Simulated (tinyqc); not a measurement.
Inside a calculation. Method: one-electron ion in a basis of Gaussians. Computed by tinyqc, a small Python program that keeps every step. Settings: Z = 5, l = 2. Command: `OMP_NUM_THREADS=1 python tinyqc.py 28575 28576 out.jsonl` (the two numbers bound the seeds that draw the settings). One thread of a shared host (Intel(R) Xeon(R) Processor @ 2.60GHz), about 0.01 s of CPU time with the checks.

## Matrices over normalised Gaussians

exponents of r^l exp(-a r^2) (1/bohr^2): 0.126000  0.374300  1.112000  3.302000  9.806000  29.120000

Z = 5

l = 2

With p = a_i + a_j and I(k) = Gamma((k+1)/2) / (2 p^((k+1)/2)): S = I(2l+2), T = (2l+3) a_i a_j S / p, V = -Z I(2l+1), each divided by sqrt(S_ii S_jj).

S:
```
,1,2,3,4,5,6
1,1.000000,0.609651,0.171955,0.032694,0.005306,0.000813
2,0.609651,1.000000,0.609608,0.172053,0.032711,0.005309
3,0.171955,0.609608,1.000000,0.609867,0.172147,0.032733
4,0.032694,0.172053,0.609867,1.000000,0.609815,0.172132
5,0.005306,0.032711,0.172147,0.609815,1.000000,0.609834
6,0.000813,0.005309,0.032733,0.172132,0.609834,1.000000
```

T (hartree):
```
,1,2,3,4,5,6
1,0.441000,0.402290,0.136228,0.027776,0.004620,0.000714
2,0.402290,1.310050,1.194996,0.404898,0.082554,0.013733
3,0.136228,1.194996,3.892000,3.551261,1.203511,0.245424
4,0.027776,0.404898,3.551261,11.557000,10.544566,3.573445
5,0.004620,0.082554,1.203511,10.544566,34.321000,31.315041
6,0.000714,0.013733,0.245424,3.573445,31.315041,101.920000
```

V (hartree):
```
,1,2,3,4,5,6
1,-1.510512,-1.297539,-0.575703,-0.182144,-0.050313,-0.013238
2,-1.297539,-2.603447,-2.236286,-0.992637,-0.314045,-0.086753
3,-0.575703,-2.236286,-4.487363,-3.855450,-1.711566,-0.541560
4,-0.182144,-0.992637,-3.855450,-7.732632,-6.643396,-2.949199
5,-0.050313,-0.314045,-1.711566,-6.643396,-13.325537,-11.448673
6,-0.013238,-0.086753,-0.541560,-2.949199,-11.448673,-22.963309
```

## Generalised eigenproblem

H = T + V (hartree):
```
,1,2,3,4,5,6
1,-1.069512,-0.895249,-0.439475,-0.154368,-0.045693,-0.012523
2,-0.895249,-1.293397,-1.041290,-0.587739,-0.231492,-0.073020
3,-0.439475,-1.041290,-0.595363,-0.304188,-0.508055,-0.296136
4,-0.154368,-0.587739,-0.304188,3.824368,3.901170,0.624246
5,-0.045693,-0.231492,-0.508055,3.901170,20.995463,19.866368
6,-0.012523,-0.073020,-0.296136,0.624246,19.866368,78.956691
```

Solve H C = S C e through S^(-1/2); each column has its largest component positive (the first on a tie).

eigenvalues of S: 0.107036  0.243922  0.534448  1.034536  1.715124  2.364933

eigenvalues (hartree): -1.387426  -0.752716  0.650246  7.029146  29.929747  107.802883

coefficients:
```
,1,2,3,4,5,6
1,0.251909,1.161264,-0.604756,-0.204808,0.081448,-0.034701
2,0.683290,-0.681499,1.354899,0.603209,-0.243525,0.103043
3,0.216048,-0.216435,-1.289309,-1.220175,0.558242,-0.235296
4,0.025735,-0.025336,0.012024,1.443765,-1.125585,0.510527
5,0.003067,-0.002742,-0.028977,-0.126178,1.460354,-1.026877
6,0.000201,-0.000215,0.003122,0.031033,-0.138592,1.344740
```

For Z = 5 and l = 2 the exact lowest level is -Z^2/(2 n^2) with n = l + 1: -1.388889 hartree.
